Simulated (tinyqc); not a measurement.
Comparisons within one model: Wannier function of the lower band of a two-orbital chain. A value that a table varies takes the place of the one given here.

H(k) = [[-d/2 - 2 ta cos k, -t1 - t2 exp(-ik)], [-t1 - t2 exp(ik), d/2 - 2 tb cos k]], k in 1/a, Bloch sums with exp(ikR) and without the positions inside the cell. Mesh k_j = 2 pi j/N. Projection gauge: each lower eigenvector u is multiplied by the phase that makes <trial|u> real and positive (the one-band case of Loewdin orthogonalisation). Wannier amplitudes w(R) = (1/N) sum_k exp(ikR) u(k); hoppings H(R) = (1/N) sum_k exp(-ikR) E(k).

Values chosen for the exercise:
```
symbol  value  unit     meaning
d       1.18   eV       A at -d/2, B at +d/2
t1      1.81   eV       A-B in the cell
t2      0.94   eV       B to A of the next cell
ta      0.15   eV       A-A between cells
tb      0      eV       B-B between cells
xb      0.54   a        position of B (A at 0)
th      30     degrees  trial orbital cos(th) A + sin(th) B in cell 0
```

## Convergence with the mesh

Centre and Omega_I from overlaps M_j = u_j^+ diag(1, exp(-i b xb)) u_(j+1), b = 2 pi/N: centre -(1/2 pi) sum arg M, Omega_I = (1/(N b^2)) sum (1 - |M|^2). Largest error of the Fourier interpolation on 41 points from 0 to pi.

Mesh:
```
N   centre (a)  Omega_I (a^2)  H(1) (eV)  largest error (meV)
3      0.15307        0.06681   -0.47417              276.204
4      0.16490        0.07402   -0.54322               55.012
6      0.16936        0.08617   -0.53054               15.265
8      0.17108        0.09231   -0.52926                5.570
12     0.17235        0.09743   -0.52906                0.850
16     0.17280        0.09936   -0.52906                0.129
24     0.17312        0.10079   -0.52906                0.004
```

The interpolation error falls exponentially, from 55.0 meV at N = 4 to 0.850 at N = 12, because the hoppings decay exponentially for an isolated band (smallest gap 1.95 eV). Omega_I carries a finite-difference error and converges as a power: against the value 0.10199 on 400 points it is off by -0.00455 at N = 12 and -0.00119 at N = 24, an exponent of 1.93, near the limit 2.

## Choice of the trial orbital

N = 16. Centre, Omega_I and Omega_D from overlaps (b = 2 pi/N, M_j = u_j^+ diag(1, exp(-i b xb)) u_(j+1); Omega_D = (1/(N b^2)) sum (arg M_j + b centre)^2).

Trial angle:
```
th (deg)  smallest projection  centre (a)  Omega_I (a^2)  Omega_D (a^2)
0                       0.794      0.1728        0.09936        0.01298
15                      0.913      0.1728        0.09936        0.00237
30                      0.964      0.1728        0.09936        0.00004
45                      0.952      0.1728        0.09936        0.00351
60                      0.875      0.1728        0.09936        0.01390
75                      0.726      0.1728        0.09936        0.03731
90                      0.524      0.1728        0.09936        0.09594
```

Omega_I is the same for all. Omega_D is smallest at 30 degrees (0.00004) and largest at 90 (0.09594). The centre does not move.

## Centre against ionicity

N = 24, d varied. Overlaps M_j = u_j^+ diag(1, exp(-i b xb)) u_(j+1), b = 2 pi/N; centre -(1/2 pi) sum arg M_j folded into [0, 1); Omega_I = (1/(N b^2)) sum (1 - |M_j|^2); charge moved is -2 times the shift of the centre from its value at d = 0 (a doubly filled band); weight on A averaged over the mesh.

Against d:
```
d (eV)  centre (a)  charge moved (e)  weight on A  Omega_I (a^2)
-6.0        0.5117           -0.4403        0.083         0.0227
-3.0        0.4697           -0.3564        0.187         0.0515
-1.5        0.4129           -0.2428        0.300         0.0829
-0.5        0.3407           -0.0985        0.417         0.1092
0.0         0.2915            0.0000        0.488         0.1171
0.5         0.2383            0.1063        0.562         0.1160
1.5         0.1483            0.2865        0.692         0.0913
3.0         0.0765            0.4300        0.816         0.0539
6.0         0.0290            0.5250        0.920         0.0223
```

For large positive d the function sits on A (centre 0.029) and for large negative d on B at 0.54 (centre 0.512); at d = 0 it lies at 0.292, on the bond inside the cell, the stronger one. Among these rows the spread is largest at d = 0 eV.

## What each parameter does

N = 24: centre (folded into [0, 1)) and Omega_I from overlaps M_j = u_j^+ diag(1, exp(-i b xb)) u_(j+1), b = 2 pi/N: centre = -(1/2 pi) Im ln prod M_j, Omega_I = mean(1 - |M_j|^2)/b^2; and the first two hoppings H(R). Each row changes one parameter from the base and keeps the others.

Results:
```
case             centre (a)  Omega_I (a^2)  H(1) (eV)  H(2) (eV)
base                 0.1731         0.1008    -0.5291     0.0525
d = 1.48 eV          0.1497         0.0919    -0.5222     0.0493
t1 = 1.96 eV         0.1830         0.0967    -0.5331     0.0498
t2 = 0.84 eV         0.1780         0.0928    -0.4863     0.0429
ta = 0.25 eV         0.1845         0.1050    -0.5950     0.0540
xb = 0.59 a          0.1903         0.1129    -0.5291     0.0525
th = 40 degrees      0.1731         0.1008    -0.5291     0.0525
```

The largest shifts from the base row, up to three for each result and ties (the steps differ in size, so this ranks the rows, not the parameters). centre (a): d -0.0234, xb +0.0172, ta +0.0114; unchanged at the printed digits by th. Omega_I (a^2): xb +0.0121, d -0.0089, t2 -0.0080; unchanged at the printed digits by th. H(1) (eV): ta -0.0659, t2 +0.0427, d +0.0068; unchanged at the printed digits by xb and th. H(2) (eV): t2 -0.0096, d -0.0031, t1 -0.0027; unchanged at the printed digits by xb and th. The trial angle is a choice of gauge and moves none of these; xb enters the position operator alone, so it leaves the hoppings.

Run: tinyqc, `OMP_NUM_THREADS=1 python tinyqc.py 1480840 1480841 out.jsonl`; Intel(R) Xeon(R) Processor @ 2.30GHz, one thread, shared host; about 0.1 s of CPU time with all checks.
